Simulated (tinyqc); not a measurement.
Electron mobility in a silicon inversion layer, empirical terms and Matthiessen rule: one step of the calculation.

Inversion layer of sheet density Ns on a uniformly doped body, under a high-permittivity gate with an interlayer. The mobility terms are empirical power laws with prefactors chosen for the exercise; adding their inverses (Matthiessen) is itself an approximation.

Task. Mobility terms and their sum. With t = T/(300 K): muC = Ac (Ns/1e12 cm^-2) t/(Nb/1e17 cm^-3 + Nit/1e11 cm^-2), muP = Ap E^(-1/3) t^(-1.75), muS = As E^(-gs), muR = Ar exp(2 ti/lr)/t; 1/mu is the sum of the inverses.

Values chosen for this exercise; material values close to those of silicon: temperature T = 250 K; body doping Nb = 8.7e16 cm^-3; phonon-limited mobility at 1 MV/cm and 300 K Ap = 391 cm^2/(V s); roughness-limited mobility at 1 MV/cm As = 1120 cm^2/(V s); exponent of the roughness term gs = 2; Coulomb prefactor Ac = 3500 cm^2/(V s); charge at the interface Nit = 3.5e11 cm^-2; remote-phonon mobility without interlayer Ar = 340 cm^2/(V s); interlayer thickness ti = 1.2 nm; decay length of remote phonons lr = 0.6 nm; inversion density Ns = 4.8e12 cm^-2.

E = 0.59169045 MV/cm

Find: terms; mu; shares of 1/mu.

Result.

terms (cm^2/(V s)): Coulomb 3203.7, phonon 640.79, roughness 3199.1, remote phonon 22276
mu = 448.39 cm^2/(V s)
shares of 1/mu (%): Coulomb 13.996, phonon 69.975, roughness 14.016, remote phonon 2.0129

The phonon term limits most.

Program tinyqc, `OMP_NUM_THREADS=1 python tinyqc.py 2510156 2510157 out.jsonl`; Intel Xeon 2.30GHz, shared host, one thread, about 0.01 s.
